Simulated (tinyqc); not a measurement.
# Doping and thickness from pinch-off voltage and conductance

Problem. A uniform channel has Vp = q Nd a^2/(2 eps0 eps_r) and G0 = q mu Nd a W/L. Find a and Nd.

Parameters, values chosen for the exercise; material values close to those of gallium arsenide:
- eps_r = 13.1 (relative permittivity of the semiconductor)
- mu = 5000 cm^2/(V s) (low-field mobility at this doping)
- L = 2 um (gate length)
- W = 100 um (gate width)

Constants: q = 1.602176634e-19 C, eps0 = 8.8541878128e-14 F/cm where lengths are in cm. Results are converted to the units shown.

Vp = 1.6751807 V
G0 = 46.262850 mS

Solution. G0 gives the product Nd a and Vp gives Nd a^2; their ratio is a.

a = 210.0 nm
Nd = 5.500e16 cm^-3

Computed by the program tinyqc: `OMP_NUM_THREADS=1 python tinyqc.py 2500016 2500017 out.jsonl`, one thread of a shared Intel Xeon 2.30GHz, about 0.04 s for the whole run.
